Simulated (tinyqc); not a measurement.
Vacuum evaporation: vapour pressure, source flux, thickness distribution, purity and step coverage: one step, computed by the program tinyqc.

Molecular flow, unit sticking of the metal, no re-evaporation. The background gas is taken as water vapour (18.015 g/mol, collision diameter 0.37 nm) at 300 K.

Task: Rate and uniformity on a fixed wafer above the source. A small source emits (n + 1) Phi area cos^n(phi)/(2 pi) per solid angle; on a parallel plane at height h and lateral distance l the arrival rate is (n + 1) Phi area/(2 pi h^2) x (1 + (l/h)^2)^(-(n + 3)/2). Growth rate = arrival rate x m/rho, m = M u. The wafer is fixed and centred above the source.

Inputs (values chosen for the exercise, modelled on silver, with constants for the liquid): molar mass M = 107.87 g/mol; film density rho = 10.5 g/cm^3; source temperature T = 1410 K; source area = 5.2 cm^2; directionality n = 3; source-to-wafer distance h = 24 cm; wafer radius R = 10 cm.

flux Phi = 6.536688e+18 1/(cm^2 s)

Constants: u = 1.6605390666e-27 kg.

Give: arrival rate at the centre; growth rate at the centre; edge over centre; non-uniformity (max - min)/(max + min); share of the material that lands on the wafer, 1 - (1 + (R/h)^2)^(-(n + 1)/2).

Result:

arrival rate at the centre = 3.7568e+16 1/(cm^2 s)

growth rate at the centre = 6.4088 nm/s

edge over centre = 0.61862

non-uniformity (max - min)/(max + min) = 23.562 %

share of the material that lands on the wafer, 1 - (1 + (R/h)^2)^(-(n + 1)/2) = 27.398 %
